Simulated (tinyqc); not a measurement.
UHF in the sto-6g basis, for H6, spin multiplicity 1, step by step. Computed by tinyqc, a small Python program that keeps every step (integrals from PySCF). Settings: charge = 0, multiplicity = 1, basis = sto-6g, energy threshold = 1e-08, iteration cap = 73, orthogonalisation = canonical, start = core, DIIS depth = 4, method = UHF, break = 0.7. Command: `OMP_NUM_THREADS=1 python tinyqc.py 29304 29305 out.jsonl` (the two numbers bound the seeds that draw the settings). One thread of a shared host (Intel(R) Xeon(R) Processor @ 2.60GHz), about 0.2 s of CPU time with the checks.

Geometry (angstrom):
```
atom         x         y         z
H     0.000000  0.000000  0.000000
H     0.000000  0.000000  1.021000
H     0.000000  0.000000  2.291000
H     0.000000  0.000000  3.312000
H     0.000000  0.000000  4.582000
H     0.000000  0.000000  5.603000
```

Stop when the energy changes by less than 1e-08 hartree and every element of the error matrix X^T (F D S - S D F) X (for each spin) is below 3e-05.

Course of the cycle:
```
iteration  E (hartree)     change  largest element of the error matrix
1          -2.49785769          -                             2.02e-01
2          -3.12693754  -6.29e-01                             7.96e-02
3          -3.16757899  -4.06e-02                             1.99e-02
4          -3.17331388  -5.73e-03                             7.43e-03
5          -3.17401441  -7.01e-04                             5.89e-03
6          -3.17486638  -8.52e-04                             4.44e-03
7          -3.17567165  -8.05e-04                             2.88e-03
8          -3.17608504  -4.13e-04                             2.25e-03
9          -3.17650914  -4.24e-04                             9.18e-04
10         -3.17655327  -4.41e-05                             1.57e-04
11         -3.17655360  -3.37e-07                             4.90e-05
12         -3.17655361  -5.15e-09                             3.27e-05
13         -3.17655362  -9.80e-09                             2.29e-05
```

Can the last value be used, and what does the course show?

Yes. Converged in 13 iterations. PySCF UHF in the same basis, after a stability check = -3.17655367 hartree.
